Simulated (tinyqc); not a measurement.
Optical constants across the spectrum: Lorentz oscillators and the Kramers-Kronig relations.

eps(E) = 1 + sum_j S_j/(E0_j^2 - E^2 - i G_j E).

n + i k = sqrt(eps1 + i eps2) with k >= 0; R = ((n - 1)^2 + k^2)/((n + 1)^2 + k^2) at normal incidence from vacuum; alpha = 2 E k/(hbar c), times 1e8 for 1/cm; loss function Im(-1/eps) = eps2/(eps1^2 + eps2^2).

Constants: hbar c = 1973.269805 eV angstrom.

Inputs chosen for the exercise:
- E0 = (2.92, 4.55) eV (resonances)
- G = (0.36, 0.86) eV (widths)
- S = (28.6, 83.9) eV^2 (strengths)

Spectrum:

| E (eV) | eps1 | eps2 | n | k | R | loss |
|---|---|---|---|---|---|---|
| 0.68 | 8.685 | 0.227 | 2.947 | 0.039 | 0.243 | 0.003 |
| 1.61 | 10.380 | 0.818 | 3.224 | 0.127 | 0.278 | 0.008 |
| 2.54 | 18.295 | 5.969 | 4.332 | 0.689 | 0.401 | 0.016 |
| 3.47 | 2.434 | 5.551 | 2.061 | 1.347 | 0.263 | 0.151 |
| 4.41 | 5.031 | 20.313 | 3.603 | 2.819 | 0.505 | 0.046 |
| 5.34 | -8.399 | 4.827 | 0.803 | 3.007 | 0.739 | 0.051 |
| 6.27 | -4.083 | 1.273 | 0.311 | 2.045 | 0.789 | 0.070 |
| 7.20 | -2.250 | 0.555 | 0.184 | 1.511 | 0.801 | 0.103 |
| 8.13 | -1.301 | 0.303 | 0.132 | 1.148 | 0.797 | 0.170 |
| 9.06 | -0.733 | 0.188 | 0.109 | 0.863 | 0.779 | 0.328 |
| 9.99 | -0.361 | 0.126 | 0.103 | 0.610 | 0.740 | 0.862 |
| 10.92 | -0.102 | 0.090 | 0.130 | 0.344 | 0.627 | 4.876 |

What does the comparison show?

Among the energies listed the largest values are at (eV): eps2 4.41; n 2.54; k 5.34; R 7.20; loss 10.92 (last row, still rising). eps1 crosses zero at 2.98, 3.34, 4.52 and 11.39 eV; the last crossing is upward and marks the plasmon, against sqrt(sum S) = 10.61 eV for free electrons.

Program tinyqc; command `OMP_NUM_THREADS=1 python tinyqc.py 1682798 1682799 out.jsonl`; about 0.2 s on one thread of a shared Intel(R) Xeon(R) Processor @ 2.30GHz.
